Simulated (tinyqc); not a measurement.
# Worked calculation: front-illuminated p-i-n photodiode, quantum efficiency and bandwidth

Numbers from tinyqc (`OMP_NUM_THREADS=1 python tinyqc.py 2250019 2250020 out.jsonl`; about 0.01 s on one thread of a shared Intel Xeon 2.30GHz). Printed values are rounded.

Light enters through a p layer (0 to xp), a depleted layer (xp to xp + wi) and a thick n substrate, decaying as exp(-al x); one pass, no back reflection. Carriers made in the depleted layer are all collected; those in the neutral layers diffuse.

Inputs (values chosen for the exercise); values close to those of germanium at this wavelength:
```
symbol,value,unit,meaning
lam,1550,nm,wavelength
al,1480,1/cm,absorption coefficient
Rf,0.05,,reflectance of the front face
eps_r,15.6,,relative permittivity
xp,0.7,um,thickness of the front p layer
wi,4.5,um,thickness of the depleted layer
Dn,22,cm^2/s,electron diffusion coefficient in the p layer
Ln,17,um,electron diffusion length in the p layer
S,30000,cm/s,recombination velocity of the front surface
Lp,2.8,um,hole diffusion length in the thick n substrate
ve,5.94e6,cm/s,electron drift velocity
vh,4.13e6,cm/s,hole drift velocity
dia,280,um,diameter
RL,50,ohm,load resistance
Cp,100,fF,parasitic capacitance
f,5.3,GHz,modulation frequency
```

Constants: q = 1.602176634e-19 C, h = 6.62607015e-34 J s, c = 299792458 m/s, eps0 = 8.8541878128e-14 F/cm where lengths are in cm. Results are converted to the units shown.

## Quantum efficiency

k = al Ln, s = S Ln/Dn, e = exp(-al xp); front layer f1 = (k/(k^2 - 1)) {[s + k - e (s cosh(xp/Ln) + sinh(xp/Ln))]/[s sinh(xp/Ln) + cosh(xp/Ln)] - k e}; depleted layer f2 = e (1 - exp(-al wi)); substrate f3 = e exp(-al wi) al Lp/(1 + al Lp); external efficiency (1 - Rf)(f1 + f2 + f3); responsivity = efficiency q lam/(h c).

s = 2.31818
f1 = 0.0940026
f2 = 0.438388
f3 = 0.135711
external efficiency = 0.634696
responsivity = 0.793471 A/W

The front layer absorbs 9.84 % of the light that enters and collects 95.5 % of that. Diffusion from the neutral layers makes up 34.4 % of the current.

## Response at one frequency

Drift response for pairs made in the depleted layer, a = al wi, g = 1 - exp(-a), u = 2 pi i f, te = wi/ve, th = wi/vh: electrons He = [g - a (exp(-a) - exp(-u te))/(u te - a)]/(u te g), holes Hh = [g - a (1 - exp(-a - u th))/(a + u th)]/(u th g); C = eps0 eps_r pi (dia/2)^2/wi + Cp; total |He + Hh|/sqrt(1 + (2 pi f RL C)^2), for the current of the depleted layer alone.

te = 75.7576 ps
th = 108.959 ps
He = 0.298052-0.350236i
Hh = 0.150786-0.272930i
|He + Hh| = 0.767980
C = 1990.02 fF
total response = 0.221890

The drift response alone falls to 1/sqrt(2) at 6.08 GHz and the RC term alone at 1.60 GHz; together they give 1.53 GHz.
